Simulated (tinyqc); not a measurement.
Changing the image contrast (as defocus does): chemically amplified photoresist: aerial image, acid generation, bake, development and line width. Computed by tinyqc, a small Python program. Command: `OMP_NUM_THREADS=1 python tinyqc.py 3031515 3031516 out.jsonl resist sweep`. One thread of a shared host (Intel(R) Xeon(R) Processor @ 2.30GHz), about 0.04 s of CPU time with the checks.

Lines and spaces of pitch p with a two-beam-like image; x = 0 is the middle of the bright space. The resist is positive and treated as uniform in depth.

Inputs (values chosen for the exercise, for a model resist at 193 nm): pitch p = 230 nm; mean dose E = 11.5 mJ/cm^2; Dill parameter C = 0.018 cm^2/mJ; quencher load q, relative to the acid generator = 0.051; acid diffusivity D = 2.7 nm^2/s; bake time t = 90 s; amplification rate k_amp = 0.038 1/s; threshold protection m_th = 0.52; development selectivity n = 12; largest rate r_max = 870 nm/s; smallest rate r_min = 0.12 nm/s; resist thickness d = 220 nm; development time t_d = 30 s; photon energy = 6.42 eV; absorption coefficient alpha = 1 1/um.

Method:
- Dose E(x) = E [1 + c cos(2 pi x/p)]; acid h = 1 - exp(-C E(x)).
- Bake: the acid image is blurred by a Gaussian of variance sigma^2 = 2 D t (each Fourier term k of h, taken on 64 points, is multiplied by exp(-4 pi^2 k^2 D t/p^2)).
- Cosine coefficients: h(x) = sum_k h_k cos(2 pi k x/p).
- The quencher then removes q, h_eff = max(h_blurred - q, 0); protection m = exp(-k_amp t h_eff).
- Mack rate r = r_max (a + 1)(1 - m)^n/(a + (1 - m)^n) + r_min, a = ((n + 1)/(n - 1))(1 - m_th)^n.
- Edge: vertical development clears the film where r t_d >= d; the space width is twice the x where r = d/t_d.
- Dose sensitivity = d ln(width)/d ln E from widths at 1.005 E and E/1.005; image log-slope at the edge = |d ln E/dx|, normalised by the width (NILS); latitude for 10 % of width = 10 %/sensitivity.
- The edge lies at x = width/2.
- Absorbed photons per volume N = E(edge) alpha/(photon energy), 1 mJ/cm^2 = 62.41509 eV/nm^2, alpha in 1/nm; a Gaussian blur averages over a volume V = (2 sqrt(pi) sigma)^3; relative noise 1/sqrt(N V); edge noise sigma_x = (dh/d ln E) noise/|dh/dx|, with both derivatives of the blurred acid at the edge.

One run for each value:
```
image contrast c  dose latitude (%)  space width (nm)  edge noise from photons (nm)    NILS
0.25                          4.214            159.06                       0.88161  1.0431
0.36                          6.162            144.10                       0.54557  1.5183
0.46                          7.777            137.10                       0.41065  1.9055
0.57                          9.501            132.26                       0.32361  2.3100
0.68                         11.206            128.94                       0.26681  2.6994
0.79                         12.912            126.50                       0.22650  3.0764
0.89                         14.470            124.75                       0.19870  3.4090
1.00                         16.202            123.18                       0.17458  3.7637
```

Describe the trends.

Over the rows, dose latitude (%) rises from 4.21 to 16.2 (exponent d ln y / d ln x 1.0 between the first rows and 0.97 between the last); space width (nm) falls from 159 to 123 (exponent d ln y / d ln x -0.27 between the first rows and -0.11 between the last); edge noise from photons (nm) falls from 0.882 to 0.175 (exponent d ln y / d ln x -1.3 between the first rows and -1.1 between the last).

Caution (all rows): lateral development, standing waves and the joint diffusion of acid and quencher are left out, so widths are indicative. Caution (all rows): the noise counts photons alone (acid and quencher statistics add to it) and takes the film as thicker than the blur; a thinner film averages in two dimensions only.
